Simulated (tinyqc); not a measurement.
Six-band hole subbands of a thin body in a field, step by step. Values are carried at full precision from step to step, so a last printed digit may differ when a step is redone from the rounded ones.

Constants: hbar^2/2m0 = 3.80998211 eV angstrom^2.

Parameters, chosen for this exercise (near those of a p-type Si channel; the results hold for these values, not for the real material):
- S = (7.71, -2.1, 12.61) 1/TPa (compliances s11, s12, s44)
- sx = -2 GPa (stress along the channel [1-10], negative in compression)
- b = -2.09 eV (tetragonal potential)
- d = -4.71 eV (trigonal potential)
- g1 = 4.27 (Luttinger gamma1)
- g2 = 0.34 (gamma2)
- g3 = 1.44 (gamma3)
- face = 001 (surface)
- Dso = 0.045 eV (spin-orbit splitting)
- t = 85 angstrom (body thickness)
- F = 0.2 MV/cm (field across the body)
- kmax = 0.06 1/angstrom (end of the path)

## Strain and its block

exx = eyy = (s11 + s12) sx/2, ezz = s12 sx, exy = -s44 sx/4 (1 GPa/TPa = 1e-3). With e0 the traceless part, B_XX = 2b e0xx - b (e0yy + e0zz) and B_XY = sqrt(3) d exy.

strain, lower triangle:
```
           x          y         z
x  -0.005610
y   0.006305  -0.005610
z          0          0  0.004200
```

B (eV), lower triangle:
```
          X        Y         Z
X   0.02050
Y  -0.05144  0.02050
Z         0        0  -0.04101
```

## Confinement masses without spin-orbit coupling

C(n n^T)/c has C_XX = (g1 + 4 g2) nx^2 + (g1 - 2 g2)(ny^2 + nz^2) and C_XY = 6 g3 nx ny, n the unit normal; its eigenvalues are the inverse masses along n.

C(n n^T)/c, lower triangle:
```
        X       Y       Z
X  3.5900
Y       0  3.5900
Z       0       0  5.6300
```

masses (m0): 0.2786  0.2786  0.1776

## The matrix for one sine at q = 0

Basis X, Y, Z times spin, hole energies counted downwards from the unstrained edge (the hydrostatic shift is left out), c = hbar^2/2m0. For a symmetric tensor T let C(T) have C_XX = L Txx + M (Tyy + Tzz), C_XY = N Txy (cyclic), L = c (g1 + 4 g2), M = c (g1 - 2 g2), N = 6 c g3. k = q + kz n, n the unit normal, q = k1 u + k2 v with u along the channel [1-10] and v = n x u. H = C(k k^T) + (Dso/3)(1 - L.sigma) - B + e F z with (L_k)_ij = -i epsilon_kij; B is the block C built from the traceless strain with 2b, -b and sqrt(3) d in place of L, M, N. Strain: exx = eyy = (s11 + s12) sx/2, ezz = s12 sx, exy = -s44 sx/4. Hard walls at z = 0 and t; basis sin(j pi z/t), j = 1 to Nz: kz^2 = (j pi/t)^2, kz = -i D with D_jl = 4 j l/(t (j^2 - l^2)), z_jj = t/2 and z_jl = -8 t j l/(pi (j^2 - l^2))^2 for j + l odd; 1 MV/cm = 0.01 eV/angstrom.

Nz = 1, in meV.

H (meV), lower triangle (Hermitian):
```
              X+       Y+      Z+            X-     Y-      Z-
X+         98.18
Y+  51.44-15.00i    98.18
Z+             0        0  170.31
X-             0        0   15.00         98.18
Y-             0        0  15.00i  51.44+15.00i  98.18
Z-        -15.00  -15.00i       0             0      0  170.31
```

## Its levels

Diagonalise; the levels come in pairs. Give each pair and its weights on X, Y, Z, summed over spin and averaged over the pair.

levels (meV): 43.30  142.11  181.26

weights:
```
   pair 1  pair 2  pair 3
X   0.495   0.378   0.127
Y   0.495   0.378   0.127
Z   0.010   0.243   0.746
```

## More sines

The four lowest pairs at q = 0.

Hole energies (meV):

| Nz | pair 1 | pair 2 | pair 3 | pair 4 |
|---|---|---|---|---|
| 1 | 43.30 | 142.11 | 181.26 | - |
| 2 | 29.86 | 113.04 | 129.58 | 170.59 |
| 4 | 28.62 | 102.72 | 128.52 | 169.85 |
| 8 | 28.61 | 102.67 | 128.51 | 169.85 |
| 16 | 28.61 | 102.67 | 128.51 | 169.85 |

One sine is 14.69 meV off in the top subband, since the field mixes the sines. The second pair lies 74.1 meV deeper.

## Dispersion of the top subband

Nz = 14; the two lowest levels (spin-split where the field breaks inversion), in meV from their value at q = 0.

Energies (meV):

| \|q\| (1/angstrom) | u a | u b | v a | v b | [100] a | [100] b |
|---|---|---|---|---|---|---|
| 0.015 | 5.79 | 6.21 | 0.32 | 0.37 | 3.04 | 3.34 |
| 0.030 | 22.93 | 23.84 | 1.29 | 1.38 | 12.31 | 12.92 |
| 0.045 | 49.06 | 50.44 | 2.85 | 2.95 | 27.36 | 28.32 |
| 0.060 | 78.99 | 79.54 | 4.94 | 5.02 | 47.18 | 48.49 |

From the mean of each pair in the first row, c q^2/E gives 0.14 m0 along u, 2.49 m0 along v and 0.27 m0 along [100]. The largest distance between a and b in the table is 1.37 meV.

## Checks

- Top level at q = 0 on (001) without field and stress against c (g1 - 2 g2)(pi/t)^2, eV: both 0.01868.
- Hermiticity, and E(q) against E(-q): they agree to 1e-10 or better.

tinyqc: `OMP_NUM_THREADS=1 python tinyqc.py 1280534 1280535 out.jsonl`; about 0.4 s, one thread, shared Intel(R) Xeon(R) Processor @ 2.30GHz.
